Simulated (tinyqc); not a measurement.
From results back to parameters: propagation of a band-gap error through k.p and effective-mass formulas. Three cases, with inputs chosen for the exercise.

Problem. A calculation returned the electron mass below. With 1/me = 1 + Ep (E + 2 Dso/3)/(E (E + Dso)) and the given Ep and Dso, which gap E did it have, and by what factor is exp(-E/2kT) off against the gap Eg?

Constants: kB = 8.617333262e-05 eV/K.

Case 1.

Values chosen (reference values near those of InP, gap at low temperature; shifted at random, so the results belong to these values and not to a real crystal): Eg = 1.399 eV (gap at Gamma to the s-like level); Dso = 0.106 eV (spin-orbit splitting); Ep = 20.4 eV (Kane energy); T = 400 K (temperature).

me = 0.1420858 m0

Case 2.

Values chosen (reference values near those of InAs, gap at low temperature; shifted at random, so the results belong to these values and not to a real crystal): Eg = 0.419 eV (gap at Gamma to the s-like level); Dso = 0.398 eV (spin-orbit splitting); Ep = 21.3 eV (Kane energy); T = 300 K (temperature).

me = 0.0192872 m0

Case 3.

Values chosen (reference values near those of GaAs, gap at low temperature; shifted at random, so the results belong to these values and not to a real crystal): Eg = 1.545 eV (gap at Gamma to the s-like level); Dso = 0.344 eV (spin-orbit splitting); Ep = 25.6 eV (Kane energy); T = 300 K (temperature).

me = 0.0336776 m0

Find: X = 1/me - 1; E; log10 of the factor.
Solution. X E^2 + (X Dso - Ep) E - (2/3) Ep Dso = 0 has one positive root; the factor is exp((Eg - E)/2kT).

Case 1.

X = 1/me - 1 = 6.038
E = 3.344 eV
log10 of the factor = -12.25

Case 2.

X = 1/me - 1 = 50.848
E = 0.344 eV
log10 of the factor = 0.63

Case 3.

X = 1/me - 1 = 28.693
E = 0.803 eV
log10 of the factor = 6.23

Computed by tinyqc, one run a case: `OMP_NUM_THREADS=1 python tinyqc.py N N+1 out.jsonl` with N = 1880232, 1880247, 1880248; one thread of a shared Intel(R) Xeon(R) Processor @ 2.30GHz, about 0.01 s a run at most.
